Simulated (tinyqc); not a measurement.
# From radius a of the 1s trial function back to dielectric constant eps

Model: donor in an ellipsoidal valley (Kohn-Luttinger variational method). Computed by tinyqc, a small Python program. Command: `OMP_NUM_THREADS=1 python tinyqc.py 3015615 3015616 out.jsonl kohnlutt inv`. One thread of a shared host (Intel(R) Xeon(R) Processor @ 2.30GHz), about 0.1 s of CPU time with the checks.

H = -(d^2/dx^2 + d^2/dy^2) - gamma d^2/dz^2 - 2/r in units built on m_t, with gamma = m_t/m_l and z along the valley axis. One valley; no valley-orbit or central-cell term.

Inputs (values chosen for the exercise, modelled on germanium): transverse mass m_t = 0.0818 m_0; longitudinal mass m_l = 1.63 m_0.

Constants: Ry = 13.605693123 eV; a_0 = 0.529177210903 angstrom.

Method:
- Ry* = Ry m_t/eps^2, a* = a_0 eps/m_t, gamma = m_t/m_l.
- Trial function exp(-sqrt((x^2 + y^2)/a^2 + z^2/b^2)) with beta = b/a < 1: E = t/a^2 - u/a, t = (2 + gamma/beta^2)/3, u = 2 arcsin(sqrt(1 - beta^2))/sqrt(1 - beta^2); the best a is 2 t/u and E(beta) = -u^2/(4 t).
- Golden-section search on beta from 0.05 to 0.999, 60 steps.

Task: A run gave the result below. Find the dielectric constant eps, known to lie between 13 and 34.

radius a of the 1s trial function = 68.75947 angstrom

Result:

Each step takes the trial c = (a f_b - b f_a)/(f_b - f_a), f being the result less the target and a, b, c the logarithms of the listed values; c replaces end b, the old b replaces a if the sign of f changed, and otherwise f_a is halved.

Scan of the range:

| dielectric constant eps | radius a of the 1s trial function (angstrom) |
|---|---|
| 13.0 | 52.121 |
| 15.3 | 61.342 |
| 17.9 | 71.766 |
| 21.0 | 84.195 |
| 24.7 | 99.030 |
| 29.0 | 116.270 |
| 34.0 | 136.316 |

False position (Illinois rule, in the logarithm of the input) inside the bracket:

| step | end a | end b | trial | radius a of the 1s trial function (angstrom) |
|---|---|---|---|---|
| 1 | 15.3000 | 17.9000 | 17.1077 | 68.5898 |
| 2 | 17.9000 | 17.1077 | 17.1491 | 68.7559 |
| 3 | 17.9000 | 17.1491 | 17.1509 | 68.7629 |
| 4 | 17.1491 | 17.1509 | 17.1500 | 68.7595 |
| 5 | 17.1509 | 17.1500 | 17.1500 | 68.7595 |

Radius a of the 1s trial function rises at every point of a 13-point scan of the range (every second point is shown), so one value fits; it is bracketed by 15.3 and 17.9. The scan shows a pure power law with exponent 1.000, so scaling from any one row also gives the answer directly. Answer: dielectric constant eps = 17.15.
